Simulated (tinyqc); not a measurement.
Lattice vibrations of a chain, step by step. Computed by tinyqc, a small Python program that keeps every step. Command: `OMP_NUM_THREADS=1 python tinyqc.py 25369 25370 out.jsonl` (the two numbers bound the seeds that draw the settings). One thread of a shared host (Intel(R) Xeon(R) Processor @ 2.60GHz), about 0.01 s of CPU time with the checks.

## Dynamical matrix at q = 0.44

A chain moving along its axis:
```
atom   mass (u)  spring to the next atom (eV/angstrom^2)
1     29.700000                                28.400000
2     21.400000                                 8.000000
3      6.100000                                19.200000
```

q is in units of 2 pi/a. A spring k from atom i to atom j, n cells on, adds k to Phi_ii and Phi_jj, -k exp(2 pi i q n) to Phi_ij and the conjugate to Phi_ji (for one atom a cell: 2k (1 - cos 2 pi q n)); D_ij = Phi_ij / sqrt(m_i m_j).

D(q) (eV/(angstrom^2 u)):
```
                    1          2                   3
1            1.602694  -1.126505  1.326284+0.525113i
2           -1.126505   1.700935           -0.700194
3  1.326284-0.525113i  -0.700194            4.459016
```

## Frequencies

omega^2 are the eigenvalues; wavenumber = 521.4708 sqrt(eigenvalue) 1/cm.

eigenvalues: 0.407026  1.987467  5.368152

wavenumbers (1/cm): 332.7  735.2  1208.2

weights |e|^2 of the mass-weighted modes:
```
          mode 1    mode 2    mode 3
atom 1  0.606144  0.224304  0.169552
atom 2  0.358391  0.558820  0.082789
atom 3  0.035465  0.216876  0.747659
```

## Dispersion and heat capacity

C/k_B per atom = mean over q = (j + 1/2)/80, j = 0..39 and all branches of y^2 e^y/(e^y - 1)^2, y = hc wavenumber / k_B T.

Wavenumbers (1/cm):
```
q           branch 1    branch 2     branch 3
0.000000    0.000000  856.448613  1173.629372
0.062500   58.598866  852.185775  1175.268355
0.125000  116.172386  839.967273  1179.775015
0.187500  171.559486  821.332134  1186.124360
0.250000  223.289959  798.482240  1193.095903
0.312500  269.340306  774.167158  1199.596240
0.375000  306.841064  751.821367  1204.791817
0.437500  331.999489  735.615590  1208.120925
0.500000  340.967530  729.609257  1209.264902
```

Heat capacity:
```
T (K)  C/k_B per atom
20           0.032551
50           0.083691
100          0.173822
200          0.311242
300          0.450198
600          0.748859
1200         0.922215
```

zero-point energy per atom = 45.352651 meV
